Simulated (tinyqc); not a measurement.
# Planar ballistic transistor, top-of-the-barrier model: effect of the temperature

At the top of the source barrier, states moving towards the drain are filled by the source (Fermi level 0) and states moving back by the drain (Fermi level -q Vd); nothing scatters. U is the shift of the band edge there, set by the capacitances CG, CD and CS (the total) and by the charge. Parabolic two-dimensional band; the source is grounded.

N0 = gv m kB T/(pi hbar^2), CG = eps0 eox/tox, vT = sqrt(2 kB T/(pi m)), CS = CG/aG, n0 = n at U = 0 and Vd = 0. eta1 = -(E0 + U)/Vt, eta2 = eta1 - Vd/Vt, n = (N0/2)[F_0(eta1) + F_0(eta2)], F_0(x) = ln(1 + exp x). U = UL + q (n - n0)/CS with UL = -(aG Vg + aD Vd), energies in eV. I = q (N0/2) vT [F_(1/2)(eta1) - F_(1/2)(eta2)] per width, F_(1/2)(x) = (2/sqrt(pi)) int_0^infinity u^(1/2)/(1 + exp(u - x)) du. CQ = (q/Vt) dn/d(eta1). E0 is held fixed.

Inputs (values chosen for the exercise); mass and valleys close to those of germanium:
- m = 0.115 m0 (effective mass)
- gv = 4 (valley degeneracy)
- eox = 22 (relative permittivity of the gate insulator)
- tox = 3.6 nm (insulator thickness)
- aG = 0.92 (gate control CG/CS)
- aD = 0.066 (drain control CD/CS)
- E0 = 0.26 eV (band edge at the barrier top above the source Fermi level at zero bias)
- Vg = 0.7 V (gate voltage)
- Vd = 0.7 V (drain voltage)

Constants: q = 1.602176634e-19 C, kB = 1.380649e-23 J/K, hbar = 1.054571817e-34 J s, m0 = 9.1093837015e-31 kg, Vt = kB T/q, eps0 = 8.8541878128e-14 F/cm where lengths are in cm. Results are converted to the units shown.

Results:
```
T (K)    eta1  n (cm^-2)  I (uA/um)  mean velocity I/(q n) (cm/s)   CQ/CS
50     27.602  1.1426e13     4693.9                      2.5640e7  2.6173
120    11.501  1.1426e13     4730.3                      2.5839e7  2.6173
180    7.6669  1.1427e13     4786.1                      2.6143e7  2.6161
240    5.7481  1.1428e13     4864.4                      2.6567e7  2.6090
300    4.5931  1.1433e13     4962.9                      2.7092e7  2.5911
360    3.8182  1.1445e13     5078.8                      2.7696e7  2.5610
420    3.2598  1.1466e13     5209.4                      2.8356e7  2.5205
```

Estimate the missing row, T = 77 K.

Computed row:
```
T (K)    eta1  n (cm^-2)  I (uA/um)  mean velocity I/(q n) (cm/s)   CQ/CS
77     17.923  1.1426e13     4704.3                      2.5697e7  2.6173
```

With this row back in the table: As T goes from 50 to 420 K, n stays near 1.14e13 cm^-2, the mean velocity rises from 2.56e7 to 2.84e7 cm/s and the current rises from 4690 to 5210 uA/um. CQ/CS goes from 2.6 to 2.5.

Computed by the program tinyqc: `OMP_NUM_THREADS=1 python tinyqc.py 2400121 2400122 out.jsonl`, one thread of a shared Intel Xeon 2.30GHz, about 0.01 s for the whole run.
